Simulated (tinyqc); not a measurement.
Free and trapped electrons in a MOS channel with a dense trap tail: one step of the calculation.

p-type body, charge-sheet picture, full ionisation (an idealisation for deep acceptors), Boltzmann statistics for free electrons. e = Ec - EF at the surface. Acceptor-like traps of density D(E) = D0 + De exp(-E/Ew) at depth E below Ec, from 0 to Eu, hold n_t = integral of D(E)/(1 + exp((e - E)/Vt)). psi = Eg - Vt ln(Nv/Na) - e; N_dep = sqrt(2 eps0 eps_r Na (psi - Vt)/q); n_f = sqrt(N_dep^2 + 2 eps0 eps_r Vt Nc exp(-e/Vt)/q) - N_dep; Vg = Vfb + psi + q (N_dep + n_t + n_f)/Cox, Cox = eps0 eox/tox.

Problem. Trapped charge. Trapezoid rule on 14 equal steps from 0 to Eu, f = 1/(1 + exp((e - E)/Vt)).

Values chosen for this exercise; band and dielectric values close to those of 4H silicon carbide:

| symbol | value | unit | meaning |
|---|---|---|---|
| T | 250 | K | temperature |
| D0 | 1.2e10 | cm^-2 eV^-1 | constant background density of acceptor-like traps |
| De | 5.8e12 | cm^-2 eV^-1 | density of the tail at the conduction edge |
| Ew | 0.11 | eV | decay energy of the tail |
| Eu | 0.84 | eV | depth below Ec down to which the traps reach |
| e | 0.083 | eV | Ec - EF at the surface |

Constants: q = 1.602176634e-19 C, kB = 1.380649e-23 J/K, Vt = kB T/q. Results are converted to the units shown.

Wanted: E; D(E) f; n_t.

Solution.

```
point	E (eV)	D(E) f (cm^-2 eV^-1)
0	0	1.2078e11
1	0.060000	8.6315e11
2	0.12000	1.6619e12
3	0.18000	1.1287e12
4	0.24000	6.6599e11
5	0.30000	3.9129e11
6	0.36000	2.3184e11
7	0.42000	1.3941e11
8	0.48000	8.5846e10
9	0.54000	5.4799e10
10	0.60000	3.6806e10
11	0.66000	2.6377e10
12	0.72000	2.0332e10
13	0.78000	1.6829e10
14	0.84000	1.4799e10
```

n_t = 3.2346e11 cm^-2

Program tinyqc, `OMP_NUM_THREADS=1 python tinyqc.py 2222165 2222166 out.jsonl`; Intel Xeon 2.30GHz, shared host, one thread, about 0.02 s.
